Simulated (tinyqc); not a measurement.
Schottky diode by thermionic emission with image-force lowering and series resistance: two steps of the calculation.

Metal on an n-type semiconductor with one parabolic valley; V > 0 is forward bias (metal positive). I = I0 [exp(Vj/(n Vt)) - 1] with Vj = V - I Rs; I0 = S A* T^2 exp(-(phi - dphi)/Vt), the lowering dphi taken at zero bias.

Parameters, values chosen for the exercise; band and dielectric values close to those of indium phosphide:
- T = 300 K (temperature)
- me = 0.0806 m0 (electron mass)
- eps_r = 12.7 (relative permittivity)
- phi = 0.83 eV (barrier height seen from the metal)
- Nd = 3.6e15 cm^-3 (donor density)
- S = 0.0096 cm^2 (area)
- n = 1.01 (ideality factor)
- Rs = 140 ohm (series resistance)
- V = 0.92 V (applied bias)

Constants: q = 1.602176634e-19 C, kB = 1.380649e-23 J/K, h = 6.62607015e-34 J s, m0 = 9.1093837015e-31 kg, Vt = kB T/q, eps0 = 8.8541878128e-14 F/cm where lengths are in cm. Results are converted to the units shown.

Question 1. Saturation current. A* = 4 pi q me m0 kB^2/h^3 (times 1e-4 for A/(cm^2 K^2)); Nc = 2 (2 pi me m0 kB T/h^2)^1.5 (times 1e-6 for cm^-3); xi = Vt ln(Nc/Nd), Vbi = phi - xi; surface field Em = sqrt(2 q Nd (Vbi - V - Vt)/(eps0 eps_r)); dphi = sqrt(q Em/(4 pi eps0 eps_r)). Here V = 0 in Em.

Give: A*; Nc; Vbi; Em; dphi; I0.

Answer 1.

A* = 9.6860 A/(cm^2 K^2)
Nc = 5.7422e17 cm^-3
Vbi = 0.69888 V
Em = 26.276 kV/cm
dphi = 17.261 meV
I0 = 1.8588e-10 A

The lowering raises I0 by a factor of 1.95.

Question 2. Junction voltage. Newton step for g(Vj) = Vj + Rs I0 [exp(Vj/(n Vt)) - 1] - V = 0: Vj(new) = Vj - g/g', g' = 1 + Rs I0 exp(Vj/(n Vt))/(n Vt).

I0 = 1.8588080e-10 A
Vj at the start = 0.41 V

Give: Vj after iteration 1.

Answer 2.

Vj after iteration 1 = 0.4546 V

tinyqc, about 0.01 s, one thread, Intel Xeon 2.30GHz (shared host): `OMP_NUM_THREADS=1 python tinyqc.py 2640163 2640164 out.jsonl`
